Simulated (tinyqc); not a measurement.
The integration grid: Kohn-Sham TPSS on finer and finer grids in the sto-3g basis, for H3+, spin multiplicity 1. Computed by the program tinyqc with PySCF. Self-consistent on each grid; the net force on the molecule should vanish.

Geometry (angstrom):

| atom | x | y | z |
|---|---|---|---|
| H | 0.0000 | 0.0000 | 0.0000 |
| H | 0.0000 | 0.0000 | 0.9240 |
| H | 0.0000 | 0.9330 | -0.3660 |

Kohn-Sham energy on Becke grids (radial x angular points per atom):

| grid | points | residual of the electron count | E (hartree) | E - finest (mhartree) | largest net force without grid terms (hartree/bohr) |
|---|---|---|---|---|---|
| 10 x 14 | 418 | 6.22e-03 | -1.27777 | -3.35726 | 3.70e-03 |
| 15 x 26 | 1168 | -3.01e-03 | -1.27457 | -0.15191 | 7.85e-04 |
| 20 x 50 | 2996 | -2.04e-04 | -1.27441 | 0.00978 | 2.28e-04 |
| 30 x 86 | 7722 | -1.38e-04 | -1.27439 | 0.02446 | 8.95e-05 |
| 50 x 194 | 29064 | -1.90e-06 | -1.27442 | 0.00016 | 5.77e-07 |
| 75 x 302 | 67908 | 1.52e-07 | -1.27442 | -0.00006 | 1.38e-07 |
| 120 x 590 | 212120 | 1.17e-09 | -1.27442 | 0.00000 | 1.40e-09 |

What does the comparison show, and why?

The energy is within 0.1 mhartree of the finest grid first at 20 x 50. The error has both signs, since quadrature is not variational. The electron count and the net force are cheap signs of a poor grid.
